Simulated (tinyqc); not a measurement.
Which input was changed? Model: equilibrium and kinetic segregation of a solute to boundaries and growing surfaces. Computed by tinyqc, a small Python program. Command: `OMP_NUM_THREADS=1 python tinyqc.py 3014136 3014137 out.jsonl segreg which`. One thread of a shared host (Intel(R) Xeon(R) Processor @ 2.30GHz), about 0.04 s of CPU time with the checks.

Inputs (values chosen for the exercise, for a model alloy):
```
quantity                         value          unit
segregation energy Q             0.658            eV
total solute fraction x0        0.0023             -
temperature T                     1250             K
grain size d                      1300            nm
boundary thickness delta           0.3            nm
atomic volume Omega               15.5    angstrom^3
clean boundary energy gamma_0     0.97         J/m^2
exchange barrier E_b              1.52            eV
surface segregation energy E_s    0.19            eV
growth temperature T_g             600             K
growth rate                       0.99  monolayers/s
```

Isotherm: Langmuir-McLean.

Constants: k_B = 8.617333262e-05 eV/K; 1 eV/angstrom^2 = 16.02176634 J/m^2.

Method:
- With theta the solute fraction on boundary sites and x that in the grains, theta/(1 - theta) = [x/(1 - x)] exp[Q/(k_B T)].
- Finite grains: boundary sites are the fraction f = 3 delta/d, and x0 = (1 - f) x + f theta; solve both equations for theta; share at boundaries = f theta/x0.
- Gibbs adsorption for this isotherm in a dilute matrix: gamma = gamma_0 + Gam_0 [k_B T ln(1 - theta)], Gam_0 = delta/Omega sites per area.
- Two-state exchange during growth, dilute: jump up r_u = nu exp(-E_b/(k_B T_g)), jump back r_d = r_u exp(-E_s/(k_B T_g)), nu = 1e13 1/s. In the time 1/R of one monolayer the share carried up is p = [r_u/(r_u + r_d)] [1 - exp(-(r_u + r_d)/R)]; the tail decays as p^n, length -1/ln p monolayers; the equilibrium limit has p = r_u/(r_u + r_d).

Problem. One of these inputs alone was changed, within the range given: segregation energy Q (0.329 to 1.316); total solute fraction x0 (0.00115 to 0.0046); boundary thickness delta (0.15 to 0.6); exchange barrier E_b (0.76 to 3.04). Which one, and to what value?

Results:
```
run     share of solute at boundaries (%)  boundary energy gamma (J/m^2)  decay length (monolayers)
before                           14.17509                      0.7573475                   4.718892
after                            14.72633                      0.7723046                   4.718892
```

Solution.

Each candidate set to reproduce share of solute at boundaries, and what it then gives:
```
candidate                         range searched  value needed  boundary energy gamma (J/m^2)  decay length (monolayers)
segregation energy Q (eV)         0.329 to 1.316        0.6666                        0.74558                     4.7189
total solute fraction x0       0.00115 to 0.0046      0.002100                        0.77230                     4.7189
boundary thickness delta (nm)        0.15 to 0.6        0.3127                        0.74938                     4.7189
exchange barrier E_b (eV)           0.76 to 3.04     no effect                              -                          -
```

Only total solute fraction x0 fits every result: it went from 0.0023 to 0.00210. The next best candidate, boundary thickness delta, misses one result by 3.0 %.
